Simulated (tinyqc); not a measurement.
Ballistic transport through the one-dimensional subbands of a rectangular nanowire or nanosheet channel: one step, computed by the program tinyqc. Command: `OMP_NUM_THREADS=1 python tinyqc.py 3020647 3020648 out.jsonl wire walk`. One thread of a shared host (Intel(R) Xeon(R) Processor @ 2.30GHz), about 0.03 s of CPU time with the checks.

Hard walls, parabolic subbands, transport along x. Energies are counted from the bulk conduction band edge at the top of the barrier, which the gate pulls down by U; the source Fermi level lies at the bulk edge when U = 0.

Question. Conductance, capacitance and scattering. Linear conductance G = (2 e^2/h) sum_i g f(eta_i), g = 2, f = 1/(1 + exp(-eta_i)), with the barrier frozen at the eta_i above; current per perimeter I/(2(a + b)); with scattering, transmission lambda/(lambda + L) and low-bias resistance (1 + L/lambda)/G.

Inputs (values chosen for the exercise, modelled on silicon):
```
quantity                                   value  unit
height a                                     2.8    nm
width b                                      5.6    nm
temperature T                                150     K
mean free path for back-scattering lambda     40    nm
channel length L                              25    nm
```

Valleys: silicon [100] wire.

Occupation:
```
subband      eta_i    n_i (1/nm)  I_i (microampere)
1         11.46032  9.609120e-01       7.747103e+00
2         -0.82639  4.830653e-02       7.088575e-01
3         -0.92877  4.454238e-02       6.503866e-01
4         -4.00045  2.573221e-03       3.557258e-02
5         -4.00045  2.573221e-03       3.557258e-02
6         -5.05847  2.020540e-03       1.242353e-02
7         -9.11991  1.557948e-05       2.146670e-04
8        -16.28716  1.201961e-08       1.656129e-07
9        -16.28716  1.201961e-08       1.656129e-07
10       -20.51925  3.916026e-10       2.405036e-09
```

ballistic current I = 9.190131 microampere

Constants: e = 1.602176634e-19 C; h = 6.62607015e-34 J s.

Give: open modes sum g f; ballistic conductance; current per perimeter; transmission; low-bias resistance with scattering.

Answer.

open modes sum g f = 3.260

ballistic conductance = 252.6 microsiemens

current per perimeter = 547.0 microampere/micrometre

transmission = 0.6154

low-bias resistance with scattering = 6.434 kiloohm

Even without scattering the wire has h/(2 e^2 M) = 3.96 kiloohm, which sits in the contacts.
